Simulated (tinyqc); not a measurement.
Koster-Slater impurity in a tight-binding band, by Green functions and by supercells: one step, computed by the program tinyqc.

One orbital per site, e(k) = -2 t sum cos(k_i) over 3 direction(s), band from -6 t to 6 t, lattice constant 1. One site has the extra energy U. Spin is left out.

Question. Scattering. T = U/(1 - U G0); phase shift delta = -arg(1 - U G0) in (-pi, pi]; host density of states -Im G0/pi; on the impurity -Im[G0/(1 - U G0)]/pi; lifetime of a band state hbar/(-2 c Im T).

Inputs (values chosen for the exercise, for a model band): impurity potential U = 4.96 eV; impurity concentration c = 0.0005 per site.

Lattice: simple cubic.

G0(E + i eta) = -0.0613980-0.3990360i 1/eV

Constants: hbar = 6.582119569e-16 eV s.

Give: T matrix; phase shift delta; host density of states; density of states on the impurity; scattering lifetime.

Answer.

T matrix = 1.152-1.747i eV

phase shift delta = -0.9880 rad

host density of states = 0.1270 1/eV

density of states on the impurity = 0.02260 1/eV

scattering lifetime = 376.8 fs

The Born approximation would take Im T = U^2 Im G0 = -9.82 eV, 5.62 times the full value.
